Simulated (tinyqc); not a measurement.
Inside a calculation. Model: MOS capacitor on an n-type substrate, surface potential from the exact charge relation.

Computed by the program tinyqc: `OMP_NUM_THREADS=1 python tinyqc.py 2060041 2060042 out.jsonl`, one thread of a shared Intel Xeon 2.30GHz, about 0.01 s for the whole run. Printed values are rounded.

Uniform n-type substrate, Boltzmann statistics, full ionisation, classical densities. psi is the surface potential against the body (positive when the bands bend down) and u = -psi/Vt. Traps are spread evenly over the gap and neutral at flat band, so their charge is -q Dit psi; the minority quasi-Fermi level is shifted by Vb.

Parameters, values chosen for the exercise; band and dielectric values close to those of gallium arsenide:
```
symbol    value         unit                                                                 meaning
T           300            K                                                             temperature
Eg         1.45           eV                                                                band gap
eps_r      13.1                                                                relative permittivity
Nc      4.44e17        cm^-3                                  conduction-band density of states at T
Nv      8.86e18        cm^-3                                     valence-band density of states at T
chi        4.04           eV                                                       electron affinity
N        1.5e16        cm^-3                                          donor density of the substrate
eox         3.9               relative permittivity of the gate insulator (close to silicon dioxide)
tox         9.4           nm                                                     insulator thickness
phiM        4.5           eV                                                      gate work function
Nf            0        cm^-2                            fixed charge at the interface, in units of q
Dit           0  cm^-2 eV^-1                                              density of interface traps
Vb            0            V                    reverse bias of the inversion layer against the body
Vg        -1.74            V                                           gate voltage against the body
```

Constants: q = 1.602176634e-19 C, kB = 1.380649e-23 J/K, Vt = kB T/q, eps0 = 8.8541878128e-14 F/cm where lengths are in cm. Results are converted to the units shown.

Range of the model: At this gate voltage the surface density exceeds 0.3 of the band density of states, so degeneracy and confinement would lower the charge and capacitance.

## Flat band, threshold and scales

ni = sqrt(Nc Nv) exp(-Eg/(2 Vt)), Eg in volts; phiF = Vt ln(N/ni); Cox = eps0 eox/tox; Vfb = phiM - chi - Vt ln(Nc/N) - q Nf/Cox; Q0 = sqrt(2 eps0 eps_r q N Vt); r = (ni/N)^2 exp(-Vb/Vt); VT = Vfb - [(2 phiF + Vb)(1 + q Dit/Cox) + sqrt(2 eps0 eps_r q N (2 phiF + Vb))/Cox].

ni = 1.31203e6 cm^-3
phiF = 0.598726 V
Cox = 0.367355 uF/cm^2
Vfb = 0.372419 V
Q0 = 12.0053 nC/cm^2
r = 7.65079e-21
VT = -1.04745 V

## Starting value

psi = -Vt (just off flat band).

psi at the start = -0.0258520 V

## Iteration 1: Newton step for the surface potential

u = -psi/Vt; F^2 = exp(-u) + u - 1 + r (exp(u) - u - 1); Qs = +sign(u) Q0 F; Cs = -dQs/dpsi = (Q0/Vt) |1 - exp(-u) + r (exp(u) - 1)|/(2 F). f = Vfb + psi + (q Dit psi - Qs)/Cox - Vg, f' = 1 + (Cs + q Dit)/Cox, psi(new) = psi - f/f'.

u = 1
F = 0.606531
Qs = 7.28158 nC/cm^2
Cs = 0.241989 uF/cm^2
f = 2.06675 V
f' = 1.65873
psi after iteration 1 = -1.27183 V

## Iteration 2: Newton step for the surface potential

As before.

u = 49.1966
F = 8.12150
Qs = 97.5011 nC/cm^2
Cs = 0.536411 uF/cm^2
f = 0.575176 V
f' = 2.46020
psi after iteration 2 = -1.50562 V

## Iteration 3: Newton step for the surface potential

As before.

u = 58.2401
F = 387.795
Qs = 4655.59 nC/cm^2
Cs = 90.0095 uF/cm^2
f = -12.0665 V
f' = 246.021
psi after iteration 3 = -1.45658 V

## Course of the Newton iteration

Stop when the step is below 1e-10 V, or after 60 iterations.

Course of the iteration:
```
iteration  psi before the step (V)      f (V)  step (V)
1                       -0.0258520       2.07     -1.25
2                         -1.27183      0.575    -0.234
3                         -1.50562      -12.1    0.0490
4                         -1.45658      -4.26    0.0444
5                         -1.41213      -1.39    0.0340
6                         -1.37815     -0.368    0.0172
7                         -1.36092    -0.0550   3.59e-3
8                         -1.35733   -1.88e-3   1.32e-4
9                         -1.35719   -2.44e-6   1.71e-7
10                        -1.35719  -4.10e-12  2.88e-13
```

Converged in 10 iterations.

## Charges, field and capacitances at the solution

converged psi = -1.35719 V

u = -psi/Vt; F^2 = exp(-u) + u - 1 + r (exp(u) - u - 1); Qs = +sign(u) Q0 F; Cs = -dQs/dpsi = (Q0/Vt) |1 - exp(-u) + r (exp(u) - 1)|/(2 F). Low frequency: 1/C_LF = 1/Cox + 1/(Cs + q Dit). High frequency, in the simple estimate in which traps and minority carriers do not follow: 1/C_HF = 1/Cox + 1/Cd, Cd being Cs with r = 0 at the same psi. Minority sheet density N_inv = (Q0/(2 q)) int_0^u r (exp(t) - 1)/F(t) dt for u > 0. Oxide field |Qs - q Dit psi + q Nf|/(eps0 eox).

Qs = 277.436 nC/cm^2
N_inv = 1.20198e12 cm^-2
oxide field = 0.803432 MV/cm
Cs = 4.85847 uF/cm^2
C_LF/Cox = 0.929704
C_HF/Cox = 0.0809479

The surface is in strong inversion (borders at |psi| = 0, phiF + Vb and 2 phiF + Vb = 1.20 V). Minority carriers make up 69.4 % of Qs.
